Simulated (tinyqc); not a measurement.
Inverter chain driving a load.

N inverters, each f = Hc^(1/N) times larger than the one before: delay tau N (f + pp). Switched capacitance in units of the first input, with output capacitance pp times the input: Hc + (1 + pp)(Hc - 1)/(f - 1).

Parameters, values chosen for the exercise:
```
symbol  value  unit                                       meaning
Hc        120        load over the input capacitance of the chain
pp          1                      parasitic delay of an inverter
tau       6.5    ps                                    delay unit
```

Inverter chain driving a load:
```
N      f  delay (ps)  switched capacitance
1  120.0       786.5                 122.0
2  10.95       155.4                 143.9
3  4.932       115.7                 180.5
4  3.310       112.1                 223.0
5  2.605       117.2                 268.3
6  2.221       125.6                 314.9
7  1.982       135.7                 362.5
8  1.819       146.6                 410.5
```

The delay goes from 786 through a minimum of 112 (at N = 4 among the rows listed) to 147 ps. The best stage effort solves pp + rho (1 - ln rho) = 0, rho = 3.59, which gives N = ln Hc/ln rho = 3.74. One stage fewer than the best costs 3.2 % in delay and saves 19 % of the switched capacitance.

tinyqc, about 0.01 s, one thread, Intel Xeon 2.30GHz (shared host): `OMP_NUM_THREADS=1 python tinyqc.py 2082071 2082072 out.jsonl`
